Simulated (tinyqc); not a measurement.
Changing the layer thickness h: elastic strain and critical thickness of a cubic alloy layer A(1-x)B(x) on a thick substrate. Computed by tinyqc, a small Python program. Command: `OMP_NUM_THREADS=1 python tinyqc.py 3013034 3013035 out.jsonl misfit sweep`. One thread of a shared host (Intel(R) Xeon(R) Processor @ 2.30GHz), about 0.01 s of CPU time with the checks.

Strain is positive in tension. The layer is coherent with the substrate unless said otherwise.

Inputs (values chosen for the exercise, modelled on In(1-x)Ga(x)P on GaAs): fraction x of B = 0.44; lattice constant a_A = 5.869 angstrom; lattice constant a_B = 5.451 angstrom; substrate lattice constant a_S = 5.653 angstrom; start of the iteration h0/b = 20.

Growth plane: (001). Layer: buried under a thick cap. Misfit dislocation: 60-degree.

C11, C12, C44 of A (GPa): [101.9, 56.65, 45.36]

C11, C12, C44 of B (GPa): [142.3, 61.07, 69.1]

Method:
- a = (1 - x) a_A + x a_B, the same rule for each C_ij; misfit f = (a_S - a)/a, the in-plane strain of the coherent layer.
- (001): D = 2 C12/C11, M = C11 + C12 - 2 C12^2/C11. The free surface carries no normal stress, so e_perp = -D f; dV/V = 2 f + e_perp; stress = M f; energy per area = M f^2 h (1 GPa nm = 1 J/m^2).
- Voigt averages: G = (C11 - C12 + 3 C44)/5, B = (C11 + 2 C12)/3, nu = (3 B - 2 G)/(2 (3 B + G)); b = a/sqrt(2). The 60-degree dislocation has cos alpha = 1/2, and cos lambda = 1/2 on (001).
- Matthews-Blakeslee: h_c = A [ln(h_c/b) + 1], A = b (1 - nu cos^2 alpha)/(4 pi |f| (1 + nu) cos lambda), the factor 4 pi being that of a buried layer, with a dislocation at both interfaces.
- Start at h0, put the right side back in, and stop when the change is below 1e-9 h or h turns negative.
- For h > h_c the same force balance gives the strain left, |e| = |f| A [ln(h/b) + 1]/h, and below h_c e = f; relaxation = 1 - e/f; dislocations per length across each line direction = (|f| - |e|)/(b cos lambda).

One run for each value; columns: (1) layer thickness h (nm); (2) strain left e; (3) relaxation (%); (4) dislocation line density (1/micrometre); (5) strain energy per area (J/m^2):
```
(1)          (2)     (3)     (4)         (5)
2     -0.0056428   0.000   0.000  7.6989e-03
4.3   -0.0056428   0.000   0.000  1.6553e-02
9.3   -0.0056428   0.000   0.000  3.5800e-02
20    -0.0056428   0.000   0.000  7.6989e-02
43    -0.0056428   0.000   0.000  1.6553e-01
93    -0.0032987  41.541  11.662  3.5800e-01
200   -0.0017162  69.587  19.536  7.6989e-01
430   -0.0008830  84.352  23.681  1.6553e+00
930   -0.0004477  92.065  25.847  3.5800e+00
2000  -0.0002264  95.987  26.948  7.6989e+00
```

What does the table show, and why?

Over the rows, strain left e rises from -0.00564 to -2.26e-4, flat over part of the range; relaxation (%) rises from 0 to 96.0, flat over part of the range; dislocation line density (1/micrometre) rises from 0 to 26.9, flat over part of the range. At the low end the exponent of strain left e is 0.00, close to 0: the layer is still coherent. The exponent of strain energy per area stays at 1: the energy density is uniform. Relaxation sets in between 43.0 and 93.0 nm, and reaches 96.0 % at the largest thickness. The energy column is that of the coherent layer. Real layers relax later, as dislocations must nucleate and glide.

Extremes, crossings and ranges named in words are read from the listed rows.
